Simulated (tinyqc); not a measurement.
Pariser-Parr-Pople SCF with singles CI, for the molecule [CH2+]c1cncc(C=O)c1 (SMILES; centres numbered as the heavy atoms are written), step by step. Computed by tinyqc, a small Python program that keeps every step. Settings: charge = 1, gamma = MN, start = huckel, damping = 0.3, iteration cap = 80, excitations kept = 9. Command: `OMP_NUM_THREADS=1 python tinyqc.py 20738 20739 out.jsonl` (the two numbers bound the seeds that draw the settings). One thread of a shared host (Intel(R) Xeon(R) Processor @ 2.60GHz), about 0.02 s of CPU time with the checks. Later iterations appear only in the table of the cycle.

## PPP integrals

Centres (angstrom, eV; a flat drawing with bonds scaled to 1.40 angstrom):
```
centre         x         y  core charge z         W  gamma_rr
1C       2.76900  -1.16500              1  10.90000  10.41000
2C       1.59700  -0.40000              1  10.90000  10.41000
3C       1.67400   0.99800              1  10.90000  10.41000
4N       0.50200   1.76400              1  14.31000  12.79000
5C      -0.74700   1.13200              1  10.90000  10.41000
6C      -0.82400  -0.26600              1  10.90000  10.41000
7C      -2.07300  -0.89800              1  10.90000  10.41000
8O      -3.24500  -0.13300              1  16.26000  14.40000
9C       0.34800  -1.03200              1  10.90000  10.41000
```

Resonance integrals (eV):
```
i  j      beta
1  2  -2.39000
2  3  -2.39000
3  4  -2.34000
4  5  -2.34000
5  6  -2.39000
6  7  -2.39000
7  8  -2.45000
6  9  -2.39000
9  2  -2.39000
```

Mataga-Nishimoto: gamma = 14.399645/(R + a), a = 2 x 14.399645/(gamma_rr + gamma_ss); H_rr = -W_r - sum_(s != r) z_s gamma_rs; H_rs = beta for bonds.

repulsion gamma_rs (eV), order 1C, 2C, 3C, 4N, 5C, 6C, 7C, 8O, 9C:
```
[[10.41000, 5.17447, 3.78179, 2.91186, 2.57916, 2.83067, 2.31037, 1.98269, 3.78152],
 [5.17447, 10.41000, 5.17346, 3.92723, 3.44201, 3.78146, 2.83074, 2.39589, 5.17406],
 [3.78179, 5.17346, 10.41000, 5.45138, 3.78146, 3.44255, 2.57936, 2.31948, 3.78147],
 [2.91186, 3.92723, 5.45138, 12.79000, 5.45205, 3.92784, 2.91197, 2.73808, 3.56287],
 [2.57916, 3.44201, 3.78146, 5.45205, 10.41000, 5.17346, 3.78147, 3.63551, 3.78090],
 [2.83067, 3.78146, 3.44255, 3.92784, 5.17346, 10.41000, 5.17406, 4.01614, 5.17345],
 [2.31037, 2.83074, 2.57936, 2.91197, 3.78147, 5.17406, 10.41000, 5.62405, 3.78146],
 [1.98269, 2.39589, 2.31948, 2.73808, 3.63551, 4.01614, 5.62405, 14.40000, 2.96012],
 [3.78152, 5.17406, 3.78147, 3.56287, 3.78090, 5.17345, 3.78146, 2.96012, 10.41000]]
```

core matrix H (eV), order 1C, 2C, 3C, 4N, 5C, 6C, 7C, 8O, 9C:
```
[[-36.25252, -2.39000, 0.00000, 0.00000, 0.00000, 0.00000, 0.00000, 0.00000, 0.00000],
 [-2.39000, -42.79932, -2.39000, 0.00000, 0.00000, 0.00000, 0.00000, 0.00000, -2.39000],
 [0.00000, -2.39000, -41.21094, -2.34000, 0.00000, 0.00000, 0.00000, 0.00000, 0.00000],
 [0.00000, 0.00000, -2.34000, -45.19328, -2.34000, 0.00000, 0.00000, 0.00000, 0.00000],
 [0.00000, 0.00000, 0.00000, -2.34000, -42.52603, -2.39000, 0.00000, 0.00000, 0.00000],
 [0.00000, 0.00000, 0.00000, 0.00000, -2.39000, -44.41963, -2.39000, 0.00000, -2.39000],
 [0.00000, 0.00000, 0.00000, 0.00000, 0.00000, -2.39000, -39.89349, -2.45000, 0.00000],
 [0.00000, 0.00000, 0.00000, 0.00000, 0.00000, 0.00000, -2.45000, -41.93195, 0.00000],
 [0.00000, -2.39000, 0.00000, 0.00000, 0.00000, -2.39000, 0.00000, 0.00000, -42.89585]]
```

## Starting guess

pi electrons, sum of z_r less the charge = 8

Orbitals of the Hueckel matrix of the beta values.

P at the start, order 1C, 2C, 3C, 4N, 5C, 6C, 7C, 8O, 9C:
```
[[0.42857, 0.63295, 0.28571, -0.11631, -0.28571, -0.10189, 0.00000, 0.06354, 0.28571],
 [0.63295, 1.00000, 0.51908, 0.00000, -0.21576, 0.00000, -0.03676, 0.00000, 0.53106],
 [0.28571, 0.51908, 0.85714, 0.69723, 0.14286, -0.26603, 0.00000, 0.17551, -0.14286],
 [-0.11631, 0.00000, 0.69723, 1.00000, 0.64589, 0.00000, -0.05041, 0.00000, -0.28395],
 [-0.28571, -0.21576, 0.14286, 0.64589, 0.85714, 0.58421, 0.00000, -0.22829, 0.14286],
 [-0.10189, 0.00000, -0.26603, 0.00000, 0.58421, 1.00000, 0.39955, 0.00000, 0.64646],
 [0.00000, -0.03676, 0.00000, -0.05041, 0.00000, 0.39955, 1.00000, 0.91459, 0.00000],
 [0.06354, 0.00000, 0.17551, 0.00000, -0.22829, 0.00000, 0.91459, 1.00000, -0.27672],
 [0.28571, 0.53106, -0.14286, -0.28395, 0.14286, 0.64646, 0.00000, -0.27672, 0.85714]]
```

## Iteration 1: Fock matrix

F_rr = H_rr + P_rr gamma_rr / 2 + sum_(s != r) P_ss gamma_rs; F_rs = H_rs - P_rs gamma_rs / 2; E = tr P (H + F) / 2 + core repulsion sum_(r<s) z_r z_s gamma_rs.

F (eV), order 1C, 2C, 3C, 4N, 5C, 6C, 7C, 8O, 9C:
```
[[-10.11821, -4.02759, -0.54026, 0.16933, 0.36845, 0.14420, 0.00000, -0.06299, -0.54022],
 [-4.02759, -10.62177, -3.73271, 0.00000, 0.37132, 0.00000, 0.05202, 0.00000, -3.76388],
 [-0.54026, -3.73271, -9.68001, -4.24043, -0.27010, 0.45790, 0.00000, -0.20354, 0.27010],
 [0.16933, 0.00000, -4.24043, -11.64553, -4.10071, 0.00000, 0.07340, 0.00000, 0.50584],
 [0.36845, 0.37132, -0.27010, -4.10071, -8.99272, -3.90119, 0.00000, 0.41497, -0.27006],
 [0.14420, 0.00000, 0.45790, 0.00000, -3.90119, -9.28245, -3.42364, 0.00000, -4.06222],
 [0.00000, 0.05202, 0.00000, 0.07340, 0.00000, -3.42364, -8.46411, -5.02184, 0.00000],
 [-0.06299, 0.00000, -0.20354, 0.00000, 0.41497, 0.00000, -5.02184, -11.46655, 0.40956],
 [-0.54022, -3.76388, 0.27010, 0.50584, -0.27006, -4.06222, 0.00000, 0.40956, -9.67978]]
```

pi energy = -111.51379 eV

## Iteration 1: orbitals and new P

Diagonalise F (the basis is taken as orthonormal) and form P = 2 sum c c over the lowest orbitals; 0.3 of the old P is kept.

orbital energies (eV): [-18.33781, -16.20993, -15.84498, -14.12945, -8.79333, -6.19507, -5.11590, -3.68984, -1.63481]

P after iteration 1, order 1C, 2C, 3C, 4N, 5C, 6C, 7C, 8O, 9C:
```
[[0.49179, 0.68252, 0.29640, -0.12603, -0.27624, -0.11829, -0.01236, 0.06292, 0.27312],
 [0.68252, 1.00951, 0.49136, -0.01232, -0.19506, -0.00238, -0.03191, -0.00023, 0.50135],
 [0.29640, 0.49136, 0.78300, 0.70337, 0.12165, -0.26195, -0.02133, 0.14871, -0.13945],
 [-0.12603, -0.01232, 0.70337, 1.11863, 0.62784, 0.00735, -0.03778, -0.00459, -0.27019],
 [-0.27624, -0.19506, 0.12165, 0.62784, 0.76161, 0.57747, 0.04026, -0.20579, 0.18987],
 [-0.11829, -0.00238, -0.26195, 0.00735, 0.57747, 0.98473, 0.36989, 0.00583, 0.66778],
 [-0.01236, -0.03191, -0.02133, -0.03778, 0.04026, 0.36989, 0.83003, 0.90154, 0.04562],
 [0.06292, -0.00023, 0.14871, -0.00459, -0.20579, 0.00583, 0.90154, 1.19289, -0.25447],
 [0.27312, 0.50135, -0.13945, -0.27019, 0.18987, 0.66778, 0.04562, -0.25447, 0.82782]]
```

## Iteration 2: Fock matrix

As before.

F (eV), order 1C, 2C, 3C, 4N, 5C, 6C, 7C, 8O, 9C:
```
[[-10.08568, -4.15584, -0.56047, 0.18349, 0.35623, 0.16742, 0.01428, -0.06238, -0.51640],
 [-4.15584, -10.72015, -3.66102, 0.02418, 0.33570, 0.00450, 0.04517, 0.00027, -3.68701],
 [-0.56047, -3.66102, -9.64670, -4.25716, -0.23000, 0.45089, 0.02751, -0.17247, 0.26367],
 [0.18349, 0.02418, -4.25716, -11.72180, -4.05151, -0.01444, 0.05501, 0.00629, 0.48133],
 [0.35623, 0.33570, -0.23000, -4.05151, -9.05917, -3.88375, -0.07611, 0.37408, -0.35894],
 [0.16742, 0.00450, 0.45089, -0.01444, -3.88375, -9.68703, -3.34691, -0.01171, -4.11735],
 [0.01428, 0.04517, 0.02751, 0.05501, -0.07611, -3.34691, -8.48799, -4.98517, -0.08625],
 [-0.06238, 0.00027, -0.17247, 0.00629, 0.37408, -0.01171, -4.98517, -11.22817, 0.37663],
 [-0.51640, -3.68701, 0.26367, 0.48133, -0.35894, -4.11735, -0.08625, 0.37663, -9.91383]]
```

pi energy = -111.99815 eV

## Iteration 2: orbitals and new P

As before.

orbital energies (eV): [-18.45377, -16.26860, -15.87780, -14.13074, -8.76392, -6.21789, -5.17907, -3.75614, -1.90259]

P after iteration 2, order 1C, 2C, 3C, 4N, 5C, 6C, 7C, 8O, 9C:
```
[[0.52002, 0.70546, 0.29962, -0.12776, -0.27129, -0.12853, -0.01431, 0.06499, 0.26399],
 [0.70546, 1.01658, 0.47762, -0.01795, -0.18698, -0.00733, -0.02988, 0.00116, 0.48641],
 [0.29962, 0.47762, 0.74944, 0.70654, 0.12129, -0.25644, -0.02439, 0.13477, -0.13851],
 [-0.12776, -0.01795, 0.70654, 1.16217, 0.61971, 0.00973, -0.03206, -0.00673, -0.26421],
 [-0.27129, -0.18698, 0.12129, 0.61971, 0.71832, 0.57185, 0.04883, -0.19390, 0.20814],
 [-0.12853, -0.00733, -0.25644, 0.00973, 0.57185, 0.98618, 0.35450, 0.00738, 0.68127],
 [-0.01431, -0.02988, -0.02439, -0.03206, 0.04883, 0.35450, 0.78701, 0.90308, 0.05386],
 [0.06499, 0.00116, 0.13477, -0.00673, -0.19390, 0.00738, 0.90308, 1.23941, -0.24680],
 [0.26399, 0.48641, -0.13851, -0.26421, 0.20814, 0.68127, 0.05386, -0.24680, 0.82089]]
```

## Iteration 3: Fock matrix

As before.

F (eV), order 1C, 2C, 3C, 4N, 5C, 6C, 7C, 8O, 9C:
```
[[-10.04325, -4.21520, -0.56655, 0.18601, 0.34985, 0.18191, 0.01653, -0.06443, -0.49914],
 [-4.21520, -10.72965, -3.62547, 0.03524, 0.32180, 0.01386, 0.04229, -0.00139, -3.64837],
 [-0.56655, -3.62547, -9.62871, -4.26581, -0.22933, 0.44140, 0.03146, -0.15630, 0.26189],
 [0.18601, 0.03524, -4.26581, -11.76928, -4.02936, -0.01910, 0.04668, 0.00922, 0.47066],
 [0.34985, 0.32180, -0.22933, -4.02936, -9.08917, -3.86922, -0.09233, 0.35246, -0.39348],
 [0.18191, 0.01386, 0.44140, -0.01910, -3.86922, -9.81297, -3.30710, -0.01483, -4.15225],
 [0.01653, 0.04229, 0.03146, 0.04668, -0.09233, -3.30710, -8.50726, -4.98948, -0.10184],
 [-0.06443, -0.00139, -0.15630, 0.00922, 0.35246, -0.01483, -4.98948, -11.19300, 0.36527],
 [-0.49914, -3.64837, 0.26189, 0.47066, -0.39348, -4.15225, -0.10184, 0.36527, -9.95954]]
```

pi energy = -112.15564 eV

## Iteration 3: orbitals and new P

As before.

orbital energies (eV): [-18.48260, -16.30060, -15.88767, -14.14835, -8.72876, -6.22620, -5.20297, -3.77532, -1.98036]

P after iteration 3, order 1C, 2C, 3C, 4N, 5C, 6C, 7C, 8O, 9C:
```
[[0.53306, 0.71640, 0.30082, -0.12746, -0.26865, -0.13384, -0.01406, 0.06650, 0.25817],
 [0.71640, 1.02085, 0.47083, -0.02117, -0.18380, -0.01027, -0.02881, 0.00214, 0.47858],
 [0.30082, 0.47083, 0.73372, 0.70808, 0.12435, -0.25250, -0.02441, 0.12706, -0.13752],
 [-0.12746, -0.02117, 0.70808, 1.17915, 0.61602, 0.00954, -0.02944, -0.00725, -0.26144],
 [-0.26865, -0.18380, 0.12435, 0.61602, 0.69898, 0.56852, 0.05044, -0.18712, 0.21584],
 [-0.13384, -0.01027, -0.25250, 0.00954, 0.56852, 0.98936, 0.34603, 0.00747, 0.68904],
 [-0.01406, -0.02881, -0.02441, -0.02944, 0.05044, 0.34603, 0.77560, 0.90565, 0.05437],
 [0.06650, 0.00214, 0.12706, -0.00725, -0.18712, 0.00747, 0.90565, 1.25076, -0.24346],
 [0.25817, 0.47858, -0.13752, -0.26144, 0.21584, 0.68904, 0.05437, -0.24346, 0.81851]]
```

## Convergence

Stop when output and input P, before any damping, agree to 1e-7.

Course of the cycle:
```
iteration        E (eV)  largest |P(out) - P(in)|
1          -111.5137924                  2.76e-01
2          -111.9981465                  6.65e-02
3          -112.1556373                  2.76e-02
4          -112.2072239                  1.25e-02
5          -112.2239854                  5.77e-03
6          -112.2294021                  2.78e-03
7          -112.2311497                  1.48e-03
8          -112.2317143                  8.08e-04
9          -112.2318975                  5.20e-04
10         -112.2319574                  3.38e-04
11         -112.2319772                  2.21e-04
...                 ...                       ...
21         -112.2319874                  4.11e-06
22         -112.2319874                  2.80e-06
23         -112.2319874                  1.91e-06
24         -112.2319874                  1.30e-06
25         -112.2319874                  8.92e-07
26         -112.2319874                  6.10e-07
27         -112.2319874                  4.18e-07
28         -112.2319874                  2.87e-07
29         -112.2319874                  1.97e-07
30         -112.2319874                  1.35e-07
31         -112.2319874                  9.27e-08
```

Converged in 31 iterations.

## Converged orbitals

Charges are z - P_rr.

orbital energies (eV): [-18.49181, -16.31936, -15.89474, -14.18345, -8.68506, -6.22959, -5.22279, -3.78908, -2.02287]

coefficients, order 1C, 2C, 3C, 4N, 5C, 6C, 7C, 8O, 9C:
```
[[0.25284, -0.27502, -0.33324, 0.14878, 0.73012, 0.01468, -0.32627, -0.26890, -0.12333],
 [0.47017, -0.35154, -0.39614, 0.10743, -0.09209, -0.02091, 0.40340, 0.47167, 0.30457],
 [0.38122, -0.29789, 0.20790, 0.28585, -0.39378, 0.47310, 0.06398, -0.44503, -0.24489],
 [0.40050, -0.10546, 0.63801, 0.13193, 0.02607, -0.32703, -0.43041, 0.23225, 0.23914],
 [0.32075, 0.19791, 0.36514, -0.25641, 0.38643, -0.09990, 0.60006, -0.00822, -0.37340],
 [0.36291, 0.46095, -0.06724, -0.38540, 0.05183, 0.39381, -0.10678, -0.21432, 0.53633],
 [0.16664, 0.48827, -0.11267, 0.32606, 0.01508, 0.34657, -0.24178, 0.51824, -0.40921],
 [0.09206, 0.44818, -0.11995, 0.63538, -0.03391, -0.40355, 0.22152, -0.34598, 0.19949],
 [0.37209, 0.10005, -0.34178, -0.37803, -0.38641, -0.46962, -0.24995, -0.13769, -0.37488]]
```

pi charges: [0.45450, -0.02622, 0.28200, -0.19198, 0.31776, 0.00553, 0.22964, -0.25487, 0.18365]

## Singles CI, singlets

Over the 9 single excitations with the smallest orbital gaps: A = (e_a - e_i) delta + 2 (ia|jb) - (ij|ab), with (pq|rs) = sum c_mp c_mq gamma_mn c_nr c_ns. f = 2/3 w |mu|^2 in atomic units, mu = sqrt2 sum c_ia sum_m c_mi c_ma R_m.

singlet CI matrix (eV), order 4>5, 3>5, 2>5, 4>6, 4>7, 3>6, 1>5, 2>6, 4>8:
```
[[2.83582, -0.36371, 0.13992, 0.09789, -0.13447, 0.33602, 0.02340, 0.03841, 0.06290],
 [-0.36371, 4.21103, 0.20158, -0.12195, -0.03511, 0.05868, 0.04200, 0.23603, 0.26211],
 [0.13992, 0.20158, 4.76027, -0.06597, -0.18271, -0.19058, 0.14383, -0.11687, 0.01282],
 [0.09789, -0.12195, -0.06597, 5.31910, -0.02964, 0.14039, -0.25204, 0.25429, 0.15000],
 [-0.13447, -0.03511, -0.18271, -0.02964, 5.76920, 0.37133, -0.16887, 0.05141, 0.00947],
 [0.33602, 0.05868, -0.19058, 0.14039, 0.37133, 6.42129, -0.10371, -0.14032, 0.06483],
 [0.02340, 0.04200, 0.14383, -0.25204, -0.16887, -0.10371, 6.44149, 0.02773, -0.01073],
 [0.03841, 0.23603, -0.11687, 0.25429, 0.05141, -0.14032, 0.02773, 6.97491, 0.32865],
 [0.06290, 0.26211, 0.01282, 0.15000, 0.00947, 0.06483, -0.01073, 0.32865, 7.39237]]
```

singlet excitation energies (eV): [2.67968, 4.19652, 4.76136, 5.21731, 5.64989, 6.36070, 6.73676, 6.88775, 7.63552]

oscillator strengths: [0.07975, 0.28309, 0.30441, 0.99648, 0.27541, 0.15494, 0.21220, 0.10555, 0.15364]

## Singles CI, triplets

Over the 9 single excitations with the smallest orbital gaps: A = (e_a - e_i) delta - (ij|ab), with (pq|rs) = sum c_mp c_mq gamma_mn c_nr c_ns.

triplet CI matrix (eV), order 4>5, 3>5, 2>5, 4>6, 4>7, 3>6, 1>5, 2>6, 4>8:
```
[[2.03587, -0.07752, 0.83711, -0.24856, -0.41376, -0.03679, -0.01649, -0.13562, -0.25333],
 [-0.07752, 2.68699, -0.52518, -0.03679, -0.02417, 0.13758, 0.46470, -0.01804, -0.17669],
 [0.83711, -0.52518, 3.86324, -0.13562, -0.03470, -0.01804, 0.64096, -0.10131, -0.01846],
 [-0.24856, -0.03679, -0.13562, 2.94648, 0.51766, -0.24037, 0.33744, -0.09376, -0.84041],
 [-0.41376, -0.02417, -0.03470, 0.51766, 4.77739, -0.37172, 0.38160, 0.59862, 0.56426],
 [-0.03679, 0.13758, -0.01804, -0.24037, -0.37172, 5.16106, 0.44583, 0.36432, 0.35987],
 [-0.01649, 0.46470, 0.64096, 0.33744, 0.38160, 0.44583, 5.27758, -0.29189, -0.02680],
 [-0.13562, -0.01804, -0.10131, -0.09376, 0.59862, 0.36432, -0.29189, 5.35554, -1.12791],
 [-0.25333, -0.17669, -0.01846, -0.84041, 0.56426, 0.35987, -0.02680, -1.12791, 5.79491]]
```

triplet excitation energies (eV): [1.60551, 2.20469, 2.57011, 3.53341, 4.32138, 5.44874, 5.52616, 5.84559, 6.84347]
